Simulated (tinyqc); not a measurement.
# Depletion depth for a wanted scale length

Problem. A single-gate structure has eps_r tan(pi ti/Lambda) + ei tan(pi ts/Lambda) = 0 for its lowest mode, with both thicknesses below Lambda. Find ts.

Parameters, values chosen for the exercise; permittivities: semiconductor close to that of indium arsenide, insulator close to that of silicon nitride: relative permittivity of the semiconductor eps_r = 15.3; relative permittivity of the insulator ei = 7.28; insulator thickness ti = 2.8 nm.

Lambda = 23.145377 nm

Answer. The condition is explicit in ts: an arctangent, taken between 0 and pi.

ts = 18.0 nm

Program tinyqc, `OMP_NUM_THREADS=1 python tinyqc.py 2420094 2420095 out.jsonl`; Intel Xeon 2.30GHz, shared host, one thread, about 0.01 s.
